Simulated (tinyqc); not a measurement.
Trading HF for NH4F at fixed fluoride: speciation in dilute and buffered hydrofluoric acid, oxide etch rate and bath loading. Computed by tinyqc, a small Python program. Command: `OMP_NUM_THREADS=1 python tinyqc.py 3121578 3121579 out.jsonl hfetch walk`. One thread of a shared host (Intel(R) Xeon(R) Processor @ 2.30GHz), about 0.01 s of CPU time with the checks.

Concentrations stand for activities, NH4+ and Cl- are spectators, and water ionisation is neglected. H, F and HF2 denote the ions H+, F- and HF2-. The base temperature is 298 K.

Inputs (values chosen for the exercise, of the order of those for thermal oxide at room temperature):
```
quantity                            value            unit
HF added                            0.063           mol/L
NH4F added                              0           mol/L
K1 = [H][F]/[HF]                 0.000696           mol/L
K2 = [HF2]/([HF][F])                 3.37           L/mol
K3 = [H2F2]/[HF]^2                   2.86           L/mol
rate constant of neutral HF k_a       8.1  nm L/(min mol)
rate constant of HF2 k_b               59  nm L/(min mol)
```

Method:
- Fluoride balance: [HF] + [F] + 2 [HF2] + 2 [H2F2] = HF added + NH4F added. Acid balance: [H] + [HF] + [HF2] + 2 [H2F2] = HF added + HCl added. For a trial [H], [HF] = [H][F]/K1, and the fluoride balance is a quadratic in [F].
- Rate = k_a ([HF] + 2 [H2F2]) + k_b [HF2], an empirical two-term form.
- Total fluoride is held at HF + NH4F added, without HCl; x is the share added as HF.

Against x:
```
x         pH  [F] (mol/L)  [HF] (mol/L)  [HF2] (mol/L)  rate (nm/min)
0.05  4.5213     0.059366      0.002568      0.0005138        0.05143
0.15  3.9916     0.052302      0.007662      0.0013504        0.14446
0.30  3.6015     0.042193      0.015175      0.0021577        0.26089
0.40  3.4081     0.035770      0.020082      0.0024208        0.32417
0.50  3.2327     0.029602      0.024889      0.0024829        0.37679
0.60  3.0614     0.023706      0.029569      0.0023622        0.41938
0.75  2.7884     0.015487      0.036225      0.0018907        0.46577
0.90  2.4649     0.008523      0.041983      0.0012058        0.49288
1.00  2.2227     0.005203      0.044765      0.0007849        0.50175
```

What does the comparison show, and why?

[HF2] is largest at x = 0.5 and the rate at x = 1 among these rows; HF2 needs both HF and F.

Extremes, crossings and ranges named in words are read from the listed rows.
